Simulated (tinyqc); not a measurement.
Kissinger analysis: growth of a silicide layer between metal and silicon: linear-parabolic kinetics, ramp anneals and Kissinger analysis. Computed by tinyqc, a small Python program. Command: `OMP_NUM_THREADS=1 python tinyqc.py 3028781 3028782 out.jsonl silicide walk`. One thread of a shared host (Intel(R) Xeon(R) Processor @ 2.30GHz), about 0.1 s of CPU time with the checks.

One compound layer of thickness x grows by diffusion through itself and reaction at an interface, dx/dt = 1/(2x/K + 1/v), until the metal is used up at x = a h.

Inputs (values chosen for the exercise, modelled on NiSi):
```
quantity                                 value    unit
metal thickness h                           29      nm
silicide formed per metal thickness a      2.2       -
prefactor of the parabolic constant K  4.2e+14  nm^2/s
activation energy E of K                   1.7      eV
prefactor of the interface velocity v  2.3e+14    nm/s
activation energy E_v                     1.87      eV
```

Constants: k_B = 8.617333262e-05 eV/K.

Method:
- The silicide ends at the thickness a h.
- K = K0 exp(-E/(k_B T)), v = v0 exp(-E_v/(k_B T)).
- Temperatures in kelvin are T(C) + 273.15.
- Ramp from x = 0 at 100 C at the rate beta: dx/dT = (1/beta)/(2x/K + 1/v), integrated adaptively (tolerance 1e-9) until x = a h at T_f.
- Plot ln(beta/T_f^2) against 1/(k_B T_f), T_f in kelvin; minus the least-squares slope estimates the activation energy.

final thickness = 63.8 nm

Ramps:
```
beta (C/s)  T_f (C)  1/(k_B T_f) (1/eV)  ln(beta/T_f^2)
0.03         357.99              18.387         -16.402
0.1          380.81              17.745         -15.269
0.3          403.13              17.159         -14.237
1            429.41              16.517         -13.109
3            455.24              15.932         -12.083
10           485.79              15.290         -10.961
30           515.98              14.705          -9.941
```

Kissinger energy = 1.7551 eV

A thousandfold faster ramp raises the completion temperature by only 158 C. The fit gives 1.755 eV, against E = 1.7 eV for diffusion and E_v = 1.87 eV for the interface: it lies 32 % of the way from E to E_v, as both steps resist. Caution: nucleation and competing phases are left out; disilicides such as CoSi2 and the low-resistance form of TiSi2 start by nucleation and follow this law at best in part.

Extremes, crossings and ranges named in words are read from the listed rows.
